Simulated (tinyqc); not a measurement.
## Dose and depth of a threshold implant

Question. A sheet of D acceptors per cm^2 lies at depth xi inside the depleted layer of a body doped Na. In the depletion approximation VT = Vfb + f2 + q D/Cox + gamma sqrt(f2 + Vsb - q D xi/(eps0 eps_r)), gamma = sqrt(2 eps0 eps_r q Na)/Cox, Cox = eps0 eox/tox. Find gamma, D and xi.

Values chosen for this exercise; band and dielectric values close to those of silicon:

| symbol | value | unit | meaning |
|---|---|---|---|
| eps_r | 11.6 |  | relative permittivity |
| Na | 1.2e18 | cm^-3 | acceptor density deep in the body |
| eox | 25.5 |  | relative permittivity of the gate insulator (close to zirconium oxide) |
| tox | 10 | nm | insulator thickness |
| Vfb | -0.3 | V | flat-band voltage |
| f2 | 0.948 | V | band bending 2 phiF at threshold |

Constants: q = 1.602176634e-19 C, eps0 = 8.8541878128e-14 F/cm where lengths are in cm. Results are converted to the units shown.

VT against the source at Vsb = 0 and 3 V (V): 1.0236821  1.3178550

Answer. With y^2 = f2 - q D xi/(eps0 eps_r) and d the difference of the thresholds over gamma, sqrt(y^2 + Vsb) - y = d gives y = (Vsb - d^2)/(2 d). The first threshold then gives D, and y^2 gives xi.

gamma = 0.2783 V^0.5
D = 1.800e12 cm^-2
xi = 5.500 nm

tinyqc, about 0.4 s, one thread, Intel Xeon 2.30GHz (shared host): `OMP_NUM_THREADS=1 python tinyqc.py 2080109 2080110 out.jsonl`
